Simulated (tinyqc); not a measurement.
Inversion layer as a triangular well, valleys of the Si type, step by step. Values are carried at full precision from step to step, so a last printed digit may differ when a step is redone from the rounded ones.

Six ellipsoidal valleys with their long axes along the cube axes, mass ml along the axis and mt across it. For a valley whose axis makes the angle theta with the surface normal, 1/m_z = cos^2(theta)/ml + sin^2(theta)/mt sets the confinement; in the plane the masses are m_1 = mt and m_2 = ml mt/m_z, and m_d = sqrt(m_1 m_2).

Constants: e^2/(4 pi eps0) = 14.39964547 eV angstrom; hbar^2/2m0 = 3.80998211 eV angstrom^2; kB = 8.617333262e-05 eV/K.

Parameters, chosen for this exercise (near those of Si; shifted at random, so the results belong to these values and not to a real crystal):
- ml = 0.914 m0 (longitudinal mass)
- mt = 0.187 m0 (transverse mass)
- face = 100 (surface)
- eps = 11.9 (dielectric constant)
- Ns = 1.2 x 1e12/cm^2 (electron sheet density)
- Nd = 0.18 x 1e12/cm^2 (depletion charge)
- eta = 0.5 (share of Ns in the effective field)
- T = 300 K (temperature)
- tox = 14 angstrom (SiO2-equivalent oxide thickness)

## Valley masses on the (100) face

Group the valleys by their angle to the normal, heaviest m_z first.

Valleys (masses in m0):
```
valleys g,cos^2(theta),m_z,m_1,m_2,m_d
2,1.0000,0.9140,0.1870,0.1870,0.1870
4,0.0000,0.1870,0.1870,0.9140,0.4134
```

The 2 valleys with the heaviest m_z will give the lowest ladder of subbands.

## Effective field

The field is taken as constant, e F = 4 pi (e^2/4 pi eps0)(Nd + eta Ns)/eps, with 1e12/cm^2 = 1e-4/angstrom^2, and the oxide as a hard wall at z = 0; c = hbar^2/2m0.

Find e F, and F in MV/cm (1 MV/cm = 0.01 V/angstrom).

e F = 0.00118607 eV/angstrom
F = 0.1186 MV/cm

## Subband ladders

Level j of a valley lies at E_j = a_j (c (e F)^2/m_z)^(1/3) above the band edge at the surface, with the Airy zeros a_j = 2.338107, 4.087949, 5.520560, 6.786708, 7.944134, 9.022651, 10.040174, 11.008524, 11.936016, 12.828777, and has <z> = 2 E_j/(3 e F).

The ten lowest levels of all groups of valleys together, j = 0, 1, ..., c = hbar^2/2m0; primes mark the groups with lighter m_z.

Subbands:
```
label,valleys g,m_d (m0),E (eV),<z> (angstrom)
0,2,0.1870,0.0422,23.70
0',4,0.4134,0.0716,40.22
1,2,0.1870,0.0737,41.44
2,2,0.1870,0.0996,55.96
3,2,0.1870,0.1224,68.79
1',4,0.4134,0.1251,70.32
4,2,0.1870,0.1433,80.52
5,2,0.1870,0.1627,91.45
2',4,0.4134,0.1689,94.96
6,2,0.1870,0.1811,101.77
```

The second subband is 0', 29.4 meV above the first.

## Fermi level and populations

Subband i holds n_i = g m_d/(2 pi c) kB T ln(1 + exp((EF - E_i)/kB T)) (spin included), and EF is fixed by sum n_i = Ns over the levels listed or, where none are listed, over j = 0 to 9 of each group; 1e12/cm^2 = 1e-4/angstrom^2.

Solve for EF; c = hbar^2/2m0. The mean distance is sum n_i <z>_i/Ns.

EF = -0.0180 eV

Populations:
```
label,(EF - E)/kB T,n (1e12/cm^2),share (%)
0,-2.33,0.377,31.4
0',-3.46,0.551,45.9
1,-3.55,0.115,9.6
2,-4.55,0.043,3.6
3,-5.43,0.018,1.5
1',-5.53,0.070,5.9
4,-6.24,0.008,0.7
5,-6.99,0.004,0.3
2',-7.23,0.013,1.1
6,-7.70,0.002,0.2
```

mean distance from the surface = 39.01 angstrom

The lowest subband holds 31.4 % of the electrons and is partly degenerate (EF within a few kB T of its edge). The fullest is 0', with 46 %, thanks to its larger g m_d.

## Effect on the gate capacitance

The charge sits at the mean distance <z> from the surface, which adds (3.9/eps) <z> to the oxide thickness; C/Cox = tox/(tox + 3.9 <z>/eps). The density-of-states term is left out.

added thickness = 12.78 angstrom
C/Cox = 0.523

## Checks

- Lowest level by finite differences against the Airy formula, eV: both 0.0422.

Program tinyqc; command `OMP_NUM_THREADS=1 python tinyqc.py 1280806 1280807 out.jsonl`; about 0.04 s on one thread of a shared Intel(R) Xeon(R) Processor @ 2.30GHz.
